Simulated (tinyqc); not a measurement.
Thermodynamics of metal silicides: hull, first phase, silicon consumed, nucleation and stability against SiO2: one step, computed by the program tinyqc. Command: `OMP_NUM_THREADS=1 python tinyqc.py 3009008 3009009 out.jsonl silphase walk`. One thread of a shared host (Intel(R) Xeon(R) Processor @ 2.30GHz), about 0.01 s of CPU time with the checks.

Entropies of formation of the solids are neglected, so heats stand for free energies. Si fractions: M2Si 0.3333, MSi 0.5000, MSi2 0.6667.

Problem. Which phases are stable. A phase is stable if it lies below every straight line between a phase on its left and one on its right (M and Si at zero). Distance = its heat less the lowest such line, negative for a stable phase.

Inputs (values chosen for the exercise, for a model metal): heat of formation of M2Si = -42.3 kJ/mol atoms; heat of formation of MSi = -58.1 kJ/mol atoms; heat of formation of MSi2 = -28 kJ/mol atoms.

Phases: M2Si, MSi, MSi2.

Give: distance to the lowest tie line.

Solution.

distance to the lowest tie line (kJ/mol atoms): M2Si -3.567, MSi -22.950, MSi2 10.733

Unstable against decomposition into neighbours: MSi2.
